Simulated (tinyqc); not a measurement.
Heavy doping: gap narrowing, degeneracy and the minority density, step by step. Values are carried at full precision from step to step, so a last printed digit may differ when a step is redone from the rounded ones.

Empirical narrowing (Slotboom form, constants chosen for the exercise; published fits of this form give the apparent narrowing, here it is taken as the true one): dEg = E0 [ln(N/N0) + sqrt(ln(N/N0)^2 + C)].

Constants: kB = 8.617333262e-05 eV/K; e^2/(4 pi eps0) = 14.39964547 eV angstrom.

Values chosen for the exercise (gap and densities of states near those of Si at this temperature; narrowing constants near the fits for Si; the results hold for these values, not for the real material): N = 2e+19 1/cm^3 (ionised acceptors, equal to the majority density); E0 = 6.94 meV (narrowing scale); N0 = 1.5e+17 1/cm^3 (onset density); C = 0.5 (smoothing constant); Nv = 2.08e+19 1/cm^3 (valence-band density of states); Eg = 1.072 eV (gap); Nc = 4.99e+19 1/cm^3 (conduction-band density of states); T = 450 K; eps = 11.2 (dielectric constant); Mv = 1 (majority valleys).

## Gap narrowing

Evaluate at N.

ln(N/N0) = 4.8929
dEg (empirical fit) = 68.27 meV

Well above N0 each decade of doping adds 2 E0 ln 10 = 32.0 meV.

## Degeneracy of the majority band

F_j(eta) = (1/Gamma(j + 1)) integral_0^infinity x^j dx/(1 + exp(x - eta)), which tends to exp(eta) for eta << 0.

Majority: N = Nv F_1/2(eta), eta the distance of EF beyond the majority band edge in kT. Degeneracy factor gam = F_1/2(eta)/exp(eta). ni0^2 = Nc Nv exp(-Eg/kT); product n p = ni0^2 gam exp(dEg/kT), dEg the true narrowing; apparent narrowing dEa = dEg + kT ln gam; minority density = n p/N.

Solve for eta and form gam.

N/Nv = 0.9615
eta = 0.2963
gam = 0.7150

## Product and minority density

Combine both effects.

ni0 = 3.20e+13 1/cm^3
exp(dEg/kT) = 5.81
dEa = 55.3 meV
sqrt(n p) = 6.52e+13 1/cm^3
minority density = 2.13e+08 1/cm^3

Narrowing multiplies the product by 5.81 and degeneracy by 0.715; together they change the minority density by a factor 4.16 against ni0^2/N.

## Two estimates of the size

Two physical estimates, e2 = e^2/(4 pi eps0), N in 1/angstrom^3: exchange shift at the Fermi level, Ex = (e2/eps) kF/pi with kF = (3 pi^2 N/Mv)^(1/3); screened-pair energy (Lanyon-Tuft), Es = (3/4)(e2/eps) qs with qs^2 = (4 pi e2 N/(eps kT)) F_-1/2(eta)/F_1/2(eta).

Evaluate both at N.

kF = 0.08398 1/angstrom
Ex = 34.37 meV
Es = 76.29 meV

Against the fitted dEg = 68.3 meV, Ex is 0.50 and Es 1.12 times as large; each keeps one mechanism only, and Ex assumes a strongly degenerate gas, while here eta is only 0.30.

## Checks

- Minority density against the Boltzmann occupation of the other band at the narrowed gap (1/cm^3): both 2.129e+08.

tinyqc: `OMP_NUM_THREADS=1 python tinyqc.py 1680165 1680166 out.jsonl`; about 0.01 s, one thread, shared Intel(R) Xeon(R) Processor @ 2.30GHz.
